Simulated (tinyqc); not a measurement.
Worked calculation: two-mode optical phonons of a ternary alloy from two coupled oscillators. Computed by tinyqc, a small Python program that keeps every step. Command: `OMP_NUM_THREADS=1 python tinyqc.py 3000032 3000033 out.jsonl twomode walk`. One thread of a shared host (Intel(R) Xeon(R) Processor @ 2.30GHz), about 0.01 s of CPU time with the checks. Intermediate numbers are printed to about 6 digits and carried at full precision; extremes and crossings named in words are read from the listed rows.

An alloy A(x)B(1-x)C has an A-C and a B-C bond oscillator. Each TO frequency moves linearly from the impurity mode (dilute end) to the TO of the pure crystal; each strength is proportional to the number of bonds.

Inputs (values chosen for the exercise, for a model alloy):

| quantity | value | unit |
|---|---|---|
| omega_TO of pure AC | 416 | 1/cm |
| omega_LO of pure AC | 501 | 1/cm |
| omega_TO of pure BC | 291 | 1/cm |
| omega_LO of pure BC | 347 | 1/cm |
| eps_inf of AC | 5.6 | - |
| eps_inf of BC | 5.59 | - |
| impurity mode of A in BC | 393 | 1/cm |
| impurity mode of B in AC | 282 | 1/cm |
| fraction x of A | 0.92 | - |
| damping gamma | 4.7 | 1/cm |
| electron mass m* | 0.094 | m_0 |

Constants: e^2/(4 pi eps_0) = 14.39964548 eV angstrom; hbar^2/(2 m_0) = 3.80998212 eV angstrom^2; 1 THz = 33.35640952 1/cm; h x 1 THz = 4.135667696 meV.

## The two oscillators

omega_1 = (impurity mode of A) + x (omega_TO,AC - impurity mode of A); omega_2 = (impurity mode of B) + (1 - x)(omega_TO,BC - impurity mode of B); eps_inf = x eps_AC + (1 - x) eps_BC; strengths W_1 = x eps_AC (omega_LO,AC^2 - omega_TO,AC^2), W_2 = (1 - x) eps_BC (omega_LO,BC^2 - omega_TO,BC^2).

omega_1 (A-C, TO) = 414.16 1/cm

omega_2 (B-C, TO) = 282.72 1/cm

eps_inf = 5.5992

W_1 = 401573 1/cm^2

W_2 = 15977.6 1/cm^2

## LO modes, coupled by the field

eps(omega) = eps_inf + W_1/(omega_1^2 - omega^2) + W_2/(omega_2^2 - omega^2) = 0 is the eigenproblem of the matrix [[omega_1^2 + W_1/eps_inf, sqrt(W_1 W_2)/eps_inf], [sqrt(W_1 W_2)/eps_inf, omega_2^2 + W_2/eps_inf]] for omega_LO^2. Uncoupled values keep the diagonal alone. eps_s = eps_inf + W_1/omega_1^2 + W_2/omega_2^2.

matrix (1/cm^2):
```
        1      2
1  243248  14306
2   14306  82784
```

lower LO mode = 285.515 1/cm

upper LO mode = 494.483 1/cm

uncoupled values (1/cm): 287.722  493.202

eps_s = 8.14024

The field pushes the upper mode up by 1.28 and the lower one down by 2.21 per cm; the lower LO stays between the two TO modes.

## Share of the polar coupling

The polar coupling of mode j is c_j = (u_j . sqrt(W))^2/(eps_inf^2 omega_j^2), u_j its eigenvector and omega_j here its LO frequency; the c_j add up to 1/eps_inf - 1/eps_s. Froehlich constant alpha_j = (e^2/(4 pi eps_0)) c_j k_j/(2 E_j), E_j = h c omega_j, k_j = sqrt(m* E_j/(hbar^2/(2 m_0))).

c_j, lower and upper mode: 0.00192140  0.0538290

share of the upper mode = 0.965536

alpha_j, lower and upper mode: 0.0115490  0.245856

The upper mode holds 97 % of the coupling, against 92 % of the ionic part of eps_s for the upper oscillator: the field moves strength to the higher mode.

## Reflectivity

With damping, each denominator is omega_j^2 - omega^2 - i gamma omega; R = |(sqrt(eps) - 1)/(sqrt(eps) + 1)|^2.

Spectrum:

| omega (1/cm) | Re eps | Im eps | R |
|---|---|---|---|
| 266 | 11.2933 | 0.282414 | 0.293147 |
| 283 | 8.57941 | 11.9082 | 0.393693 |
| 284 | 4.99538 | 9.30571 | 0.349113 |
| 286 | 4.43565 | 4.12957 | 0.212907 |
| 291 | 7.11599 | 0.967042 | 0.209478 |
| 389 | 25.0866 | 1.78911 | 0.445808 |
| 414 | 19.4138 | 205.430 | 0.814090 |
| 454 | -6.09370 | 0.715699 | 0.922039 |
| 494 | -0.0308295 | 0.178542 | 0.365883 |
| 504 | 0.643163 | 0.140936 | 0.0137501 |
| 544 | 2.29872 | 0.0671862 | 0.0421761 |

## Modes across the composition range

The formulas are those given above.

Frequencies (1/cm):

| x | TO, A-C | TO, B-C | lower LO | upper LO | coupling share of the upper LO | eps_s |
|---|---|---|---|---|---|---|
| 0.02 | 393.46 | 290.82 | 343.741 | 397.244 | 0.117620 | 7.96078 |
| 0.10 | 395.30 | 290.10 | 333.961 | 410.909 | 0.365058 | 8.00617 |
| 0.20 | 397.60 | 289.20 | 325.044 | 424.561 | 0.520940 | 8.05458 |
| 0.35 | 401.05 | 287.85 | 314.578 | 441.883 | 0.663052 | 8.11009 |
| 0.50 | 404.50 | 286.50 | 305.856 | 457.176 | 0.762443 | 8.14544 |
| 0.65 | 407.95 | 285.15 | 298.100 | 471.228 | 0.842492 | 8.16100 |
| 0.80 | 411.40 | 283.80 | 290.946 | 484.414 | 0.912780 | 8.15712 |
| 0.90 | 413.70 | 282.90 | 286.406 | 492.831 | 0.956862 | 8.14389 |
| 0.98 | 415.54 | 282.18 | 282.872 | 499.384 | 0.991404 | 8.12725 |

The upper LO moves from 397.2 to 499.4 and the lower from 343.7 to 282.9 per cm. At each dilute end one LO-TO pair closes onto an impurity mode. The upper LO shifts by +0.98 per cm for each per cent of x near the middle, which is how Raman spectra measure composition. Its share of the polar coupling passes one half between x = 0.1 and 0.2.

Checks made by the program: generalised Lyddane-Sachs-Teller relation (relative difference below 1e-10); sum of the couplings (relative difference below 1e-10).
